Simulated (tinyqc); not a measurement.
MOS capacitor on a p-type substrate, surface potential from the exact charge relation: one step of the calculation.

Uniform p-type substrate, Boltzmann statistics, full ionisation, classical densities. psi is the surface potential against the body (positive when the bands bend down) and u = psi/Vt. Traps are spread evenly over the gap and neutral at flat band, so their charge is -q Dit psi; the minority quasi-Fermi level is shifted by Vb.

Problem. Newton step for the surface potential. u = psi/Vt; F^2 = exp(-u) + u - 1 + r (exp(u) - u - 1); Qs = -sign(u) Q0 F; Cs = -dQs/dpsi = (Q0/Vt) |1 - exp(-u) + r (exp(u) - 1)|/(2 F). f = Vfb + psi + (q Dit psi - Qs)/Cox - Vg, f' = 1 + (Cs + q Dit)/Cox, psi(new) = psi - f/f'.

Parameters, values chosen for the exercise; band and dielectric values those of a made-up semiconductor: temperature T = 300 K; density of interface traps Dit = 1.5e10 cm^-2 eV^-1; gate voltage against the body Vg = 0.98 V.

Constants: q = 1.602176634e-19 C, kB = 1.380649e-23 J/K, Vt = kB T/q. Results are converted to the units shown.

psi at the start = 1.0957395 V
Cox = 0.80305424 uF/cm^2
Vfb = -0.11573952 V
Q0 = 63.022972 nC/cm^2
r = 4.3858107e-18

Wanted: u; F; Qs; Cs; f; f'; psi after iteration 1.

Solution.

u = 42.39
F = 7.252
Qs = -457.1 nC/cm^2
Cs = 2.052 uF/cm^2
f = 0.5724 V
f' = 3.559
psi after iteration 1 = 0.9349 V

Program tinyqc, `OMP_NUM_THREADS=1 python tinyqc.py 2060096 2060097 out.jsonl`; Intel Xeon 2.30GHz, shared host, one thread, about 0.01 s.
